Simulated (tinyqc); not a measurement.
Levels of description: finite square well with mass mismatch (envelope functions).

A square well of width L and depth V0, mass mw inside and mb outside, energies from the bottom of the well, c = hbar^2/2m0. k = sqrt(mw E/c), kappa = sqrt(mb (V0 - E)/c). psi and psi'/m are continuous at the walls (BenDaniel-Duke), so level n solves k L + 2 atan[(k/mw)/(kappa/mb)] = n pi.

Non-parabolic bands: mw is replaced by mw (1 + alpha_w E) and mb by mb (1 - alpha_b (V0 - E)), in k, kappa and the matching condition alike.

Constants: hbar^2/2m0 = 3.80998211 eV angstrom^2.

Parameters, chosen for this exercise (near those of a GaAs well in AlGaAs; shifted at random, so the results belong to these values and not to a real crystal):
- L = 84 angstrom (well width)
- V0 = 0.227 eV (barrier height)
- mw = 0.0657 m0 (mass in the well)
- mb = 0.0902 m0 (mass in the barrier)
- alpha_w = 0.6 1/eV (non-parabolicity in the well)
- alpha_b = 0.27 1/eV (non-parabolicity in the barrier)

The same well five ways. mb = mw: the barrier takes the mass of the well. psi' continuous: kappa holds mb but the condition drops the masses, k L + 2 atan(k/kappa) = n pi. The last column is measured against BenDaniel-Duke.

Levels (eV):

| model | E1 | E2 | E3 | E1 - E1(BDD) (meV) |
|---|---|---|---|---|
| infinite walls | 0.0811 | 0.3245 | 0.7300 | 42.5 |
| mb = mw | 0.0418 | 0.1548 | - | 3.2 |
| BenDaniel-Duke | 0.0386 | 0.1486 | - | 0.0 |
| psi' continuous | 0.0450 | 0.1611 | - | 6.4 |
| non-parabolic | 0.0387 | 0.1431 | - | 0.1 |

Hard walls put E1 42.5 meV too high. Ignoring the mass step moves it by +3.2 meV and the wrong matching by +6.4 meV: with mb/mw = 1.37, continuity of psi'/m lets the slope outside be 1.37 times the slope inside, which acts like a softer wall. Non-parabolicity shifts E1 by +0.1 meV, the balance of a heavier mass in the well, which lowers it, and a lighter mass deep in the barrier, which hardens the wall. Among the finite wells the largest departure in E1 is that of the model 'psi' continuous'.

Computed by tinyqc, a small Python program: `OMP_NUM_THREADS=1 python tinyqc.py 1251825 1251826 out.jsonl` (the numbers bound the seed that draws the inputs); one thread of a shared host (Intel(R) Xeon(R) Processor @ 2.30GHz), about 0.01 s for the whole set of steps.
